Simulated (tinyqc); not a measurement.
What each parameter does: strained quantum well: band edges, subbands and transparency.

Growth on (001), barriers unstrained: tr(e) = e (2 - nu2), Z = b e (1 + nu2); Ec = Ev + Eg + ac tr(e), E_HH = Ev + av tr(e) + Z, E_LH = Ev + av tr(e) - Z (coupling to the split-off band left out).

Masses along z: me, 1/(g1 - 2 g2) for HH, 1/(g1 + 2 g2) for LH, likewise in the barrier; in the plane me, 1/(g1 + g2) for HH and 1/(g1 - g2) for LH (no mixing, which understates the hole masses away from k = 0). Level n solves k L + 2 atan[(k/m)/(kappa/mb)] = n pi, k = sqrt(m E/c), kappa = sqrt(mb (V - E)/c), c = hbar^2/2m0.

Transparency (Bernard-Duraffourg): Fc - Fv equals the lowest transition energy with n = p, n = sum m/(2 pi c) kB T ln(1 + exp((Fc - E)/kB T)) and p likewise over the listed subbands; c = hbar^2/2m0, 1/angstrom^2 = 1e16/cm^2.

Constants: hbar^2/2m0 = 3.80998211 eV angstrom^2; kB = 8.617333262e-05 eV/K; hc = 1239.841984 eV nm.

Parameters, chosen for this exercise (near those of an InGaAs/InP well; the results hold for these values, not for the real material): e = 0.0004 (strain in the plane); nu2 = 0.997 (2 C12/C11); Eg = 0.724 eV (unstrained gap of the well); Ev = -0.594 eV (its valence edge); ac = -6.06 eV; av = 1.08 eV (Ev moves by av tr(e)); b = -1.89 eV (shear potential); Egb = 1.352 eV (gap of the barrier); Evb = -0.94 eV (its valence edge); L = 90 angstrom (well width); me = 0.043 m0 (electron mass); g1 = 13.88 (gamma1); g2 = 5.47 (gamma2); meb = 0.08 m0; g1b = 5.08; g2b = 1.6; T = 250 K (temperature).

Edge wavelength, hh1 - lh1 and n_tr.

Results for these values:

| case | wavelength (nm) | hh1 - lh1 (meV) | n_tr (1e12/cm^2) |
|---|---|---|---|
| base | 1591.3 | 31.8 | 0.399 |

What happens to each result for L = 100 angstrom, all else kept?

Answer: wavelength rises from 1591.3 to 1607.4; hh1 - lh1 falls from 31.8 to 27.7; n_tr rises from 0.399 to 0.418.

The same for each parameter in turn:

| case | wavelength (nm) | hh1 - lh1 (meV) | n_tr (1e12/cm^2) |
|---|---|---|---|
| base | 1591.3 | 31.8 | 0.399 |
| L = 100 angstrom | 1607.4 | 27.7 | 0.418 |
| e = -0.0016 | 1578.9 | 46.5 | 0.372 |
| Eg = 0.704 eV | 1630.9 | 31.8 | 0.399 |
| b = -2.17 eV | 1590.8 | 31.4 | 0.400 |
| ac = -5.45 eV | 1590.8 | 31.8 | 0.399 |
| me = 0.0473 m0 | 1594.7 | 31.8 | 0.422 |
| g1 = 14.71 | 1587.3 | 30.4 | 0.385 |
| T = 290 K | 1591.3 | 31.8 | 0.484 |

tinyqc: `OMP_NUM_THREADS=1 python tinyqc.py 1282588 1282589 out.jsonl`; about 0.02 s, one thread, shared Intel(R) Xeon(R) Processor @ 2.30GHz.
